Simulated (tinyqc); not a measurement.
Frequency dispersion of an accumulation capacitance by border traps, distributed model: two steps of the calculation.

Traps spread evenly through the insulator exchange electrons with the semiconductor by tunnelling, with tau(x) = t0 exp(2 ka x) at depth x from the interface. The admittance per area Y seen at depth x obeys dY/dx = -Y^2/(i w eps0 eox) + q Nb ln(1 + i w tau)/tau, with Y(0) = i w Cs and w = 2 pi f; the gate sees Y(tox) = G + i w C. Working variable y = Y/(i w), in uF/cm^2. Cox = eps0 eox/tox.

Inputs (values chosen for the exercise); permittivity close to that of silicon dioxide: relative permittivity of the insulator eox = 3.78; insulator thickness tox = 3.8 nm; semiconductor capacitance in accumulation Cs = 3.4 uF/cm^2; density of border traps Nb = 3.3e18 cm^-3 eV^-1; decay constant of the wave function in the insulator ka = 6 1/nm; time constant of a trap at the interface t0 = 4e-11 s; frequency f = 1000 Hz; depth down to which the steps are taken xe = 1.7 nm.

Constants: q = 1.602176634e-19 C, eps0 = 8.8541878128e-14 F/cm where lengths are in cm. Results are converted to the units shown.

Problem 1. Scales and lumped estimate. Cox; trap-free value 1/(1/Cox + 1/Cs); response depth d = ln(1/(w t0))/(2 ka), where w tau = 1; lumped estimate: all traps within d act as C_bt = q Nb d placed at d/2, so C = 1/{1/[1/(1/Cs + d/(2 eps0 eox)) + C_bt] + (tox - d/2)/(eps0 eox)}.

Give: Cox; trap-free C; d; C_bt; lumped C.

Solution 1.

Cox = 0.8808 uF/cm^2
trap-free C = 0.6995 uF/cm^2
d = 1.266 nm
C_bt = 0.06696 uF/cm^2
lumped C = 0.7070 uF/cm^2

The traps within reach amount to 0.0197 Cs and lie in the first 33.3 % of the insulator.

Problem 2. Capacitance and conductance at the gate. Beyond xe the traps are ignored, so 1/y(tox) = 1/y(xe) + (tox - xe)/(eps0 eox); C = Re y, G/w = -Im y, loss tangent G/(w C).

y at xe = 1.2816835-0.0050806i uF/cm^2

Wanted: y at the gate; C; G/w; loss tangent.

Solution 2.

y at the gate = 0.7104-0.0016i uF/cm^2
C = 0.7104 uF/cm^2
G/w = 0.001561 uF/cm^2
loss tangent = 0.002197

Computed by the program tinyqc: `OMP_NUM_THREADS=1 python tinyqc.py 2202222 2202223 out.jsonl`, one thread of a shared Intel Xeon 2.30GHz, about 0.4 s for the whole run.
